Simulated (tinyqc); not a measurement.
# MOS structure on a p-type body, non-linear Poisson equation by Newton steps: effects of single changes

One dimension, insulator interface at x = 0, acceptor density Na, uniform, net doping C = -(acceptor density). psi is counted from the intrinsic level: n = ni exp((psi - Vb)/Vt), p = ni exp(-psi/Vt); deep in the body psi_b = -Vt ln(Na/ni). The gate acts through Cox = eps0 eox/tox and has the potential psi_G = Vg - (phiM - chi - Vt ln(Nc/ni)). Boltzmann statistics, full ionisation, classical densities, no oxide or interface charge.

Values chosen for this exercise; band and dielectric values those of a made-up semiconductor: temperature T = 300 K; band gap Eg = 0.905 eV; relative permittivity eps_r = 13.8; conduction-band density of states at T Nc = 3.07e19 cm^-3; valence-band density of states at T Nv = 2.77e19 cm^-3; electron affinity chi = 4.01 eV; acceptor density deep in the body Na = 1.2e18 cm^-3; relative permittivity of the gate insulator (close to silicon nitride) eox = 7.37; insulator thickness tox = 21 nm; gate work function phiM = 4.34 eV; electron quasi-Fermi potential against the body Vb = 0.8 V.

Constants: q = 1.602176634e-19 C, kB = 1.380649e-23 J/K, Vt = kB T/q, eps0 = 8.8541878128e-14 F/cm where lengths are in cm. Results are converted to the units shown.

Each table varies one quantity; the others keep the values above.

## Charge and capacitance against gate voltage

ni = sqrt(Nc Nv) exp(-Eg/(2 Vt)), Eg in volts. The Poisson equation d/dx(eps0 eps_r dpsi/dx) = -q (p - n + C), with eps0 eps_r dpsi/dx = -Cox (psi_G - psi_0) at x = 0, is solved on a mesh of about 600 nodes or more. N_inv is the integral of n less its value deep in the body. C_LF = Cox (1 - dpsi_0/dVg) with all carriers following; C_HF is the same with the electron quasi-Fermi level shifting uniformly so that N_inv stays fixed. The centroid is that of the same excess.

Charge and capacitance against gate voltage:
```
Vg (V),psi_0 - psi_b (V),N_inv (cm^-2),C_LF/Cox,C_HF/Cox,centroid (nm)
3.36,1.33,1.59e7,0.491,0.491,0.411
3.53,1.42,4.47e8,0.485,0.483,0.398
3.71,1.51,1.41e10,0.542,0.475,0.385
3.88,1.57,1.30e11,0.774,0.470,0.375
4.06,1.60,3.78e11,0.890,0.468,0.368
4.23,1.61,6.55e11,0.929,0.467,0.361
4.41,1.62,9.67e11,0.949,0.467,0.355
4.58,1.63,1.27e12,0.959,0.466,0.350
4.76,1.64,1.60e12,0.966,0.466,0.345
4.93,1.64,1.91e12,0.971,0.466,0.340
```

What does the comparison show?

N_inv goes from 1.59e7 to 1.91e12 cm^-2 and passes 2e11 cm^-2 at Vg = 3.94 V. Below threshold it takes 117 mV a decade between Vg = 3.36 and 3.53 V, against Vt ln 10 = 59.5 mV. C_LF/Cox is lowest, 0.485, at Vg = 3.53 V among the rows listed and ends at 0.971, while C_HF/Cox ends at 0.466. Between the last two rows q dN_inv/dVg is 0.948 Cox. Where the classical centroid is under about 2 nm, confinement would move the charge away from the interface and raise the threshold.

## Effect of the insulator thickness on threshold, swing and body effect

VT is the Vg at which N_inv = 2e11 cm^-2. m = 1/(dpsi_0/dVg) at N_inv = 1e8 cm^-2; the swing is the Vg between N_inv = 1e8 and 1e9 cm^-2; body coefficient [VT(Vb + 0.05 V) - VT(Vb)]/0.05 V - 1.

The same in every row: psi_0 - psi_b at VT (V) = 1.58.

Result of one run:
```
tox (nm),VT (V),m - 1,swing (mV/decade),body coefficient
36,5.97,1.63,157,1.53
```

What becomes of these results when the insulator thickness tox is changed from 36 to 11 nm, all else the same?

Result of the changed run:
```
tox (nm),VT (V),m - 1,swing (mV/decade),body coefficient
11,2.58,0.497,89.9,0.472
```

The whole series:
```
tox (nm),VT (V),m - 1,swing (mV/decade),body coefficient
5.2,1.79,0.235,74.2,0.228
7.7,2.13,0.348,80.9,0.333
11,2.58,0.497,89.9,0.472
17,3.39,0.769,106,0.725
24,4.34,1.09,125,1.02
36,5.97,1.63,157,1.53
52,8.15,2.35,201,2.20
```

As tox goes from 5.2 to 52, VT rises from 1.79 to 8.15 V, the swing rises from 74.2 to 201 mV/decade and the body coefficient rises from 0.228 to 2.20. The swing stays within 0.87 % of m Vt ln 10, and the body coefficient within 0.15 of m - 1.

Computed by the program tinyqc: `OMP_NUM_THREADS=1 python tinyqc.py 2080151 2080152 out.jsonl`, one thread of a shared Intel Xeon 2.30GHz, about 0.6 s for the whole run.
